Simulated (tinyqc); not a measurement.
# Worked calculation: minority carriers and saturation current of a heavily doped emitter

tinyqc, about 0.01 s, one thread, Intel Xeon 2.30GHz (shared host): `OMP_NUM_THREADS=1 python tinyqc.py 2330068 2330069 out.jsonl` Printed values are rounded.

n-type, parabolic bands, full ionisation. eta = (EF - Ec)/kB T solves N = Nc F12(eta), F12(x) = (2/sqrt(pi)) int_0^infinity sqrt(u)/(1 + exp(u - x)) du. The gap shrinks rigidly by dEg = E1 [ln(N/N0) + sqrt(ln^2(N/N0) + 0.5)], an empirical law that is here taken as the true narrowing.

Parameters, values chosen for the exercise; band and dielectric values close to those of silicon: temperature T = 400 K; band gap Eg = 1.12 eV; conduction-band density of states at 400 K Nc = 4.25e19 cm^-3; valence-band density of states at 400 K Nv = 4.02e19 cm^-3; ionised donor density N = 1.5e20 cm^-3; energy of the narrowing law E1 = 10 meV; density of the narrowing law N0 = 7.2e16 cm^-3; minority-hole mobility mup = 200 cm^2/(V s); Auger coefficient Cn = 2.5e-31 cm^6/s; defect lifetime ts = 0.61 us; emitter width W = 41 nm; recombination velocity at the contact S = 4600 cm/s.

Constants: q = 1.602176634e-19 C, kB = 1.380649e-23 J/K, Vt = kB T/q. Results are converted to the units shown.

Range of the model: Band tails, non-parabolic bands and incomplete ionisation are left out.

## Iteration 1: Fermi level

eta at the start (Boltzmann value) = 1.2611

Newton step on ln F12(eta) = ln(N/Nc): eta(new) = eta - ln(Nc F12/N) F12/Fm, Fm(x) = dF12/dx = (1/sqrt(pi)) int_0^infinity u^(-1/2)/(1 + exp(u - x)) du.

F12 = 1.85901
Fm = 1.14351
eta after iteration 1 = 2.30332

## Course of the iteration

Stop when eta changes by less than 1e-9.

Course of the iteration:
```
iteration      eta   change
1          2.30332     1.04
2          2.45064    0.147
3          2.45319  2.56e-3
4          2.45320  7.48e-7
5          2.45320  < 1e-12
```

Converged in 5 iterations.

## Effective intrinsic density

converged eta = 2.45320

ni = sqrt(Nc Nv) exp(-Eg/(2 Vt)), Eg in volts; degeneracy factor g = F12(eta) exp(-eta); nie^2 = ni^2 exp(dEg/kB T) g, p0 = nie^2/N; apparent narrowing dEg + kB T ln g.

ni = 3.63595e12 cm^-3
dEg = 153.161 meV
g = 0.303594
apparent narrowing = 112.071 meV
nie = 1.84772e13 cm^-3
p0 = 2.27605e6 cm^-3

Narrowing multiplies p0 by 85.1 and degeneracy by 0.304.

## Saturation current

1/tau = Cn N^2 + 1/ts, D = mup Vt, L = sqrt(D tau); J0 = (q p0 D/L)(s + tanh(W/L))/(1 + s tanh(W/L)), s = S L/D; the share recombining inside is 1 - 1/[cosh(W/L)(1 + tanh(W/L)/s)].

tau = 0.177726 ns
L = 350.031 nm
s = 0.0233562
J0 = 1.00244e7 fA/cm^2
share recombining inside = 83.4256 %

Most holes recombine inside, since the contact is well passivated.
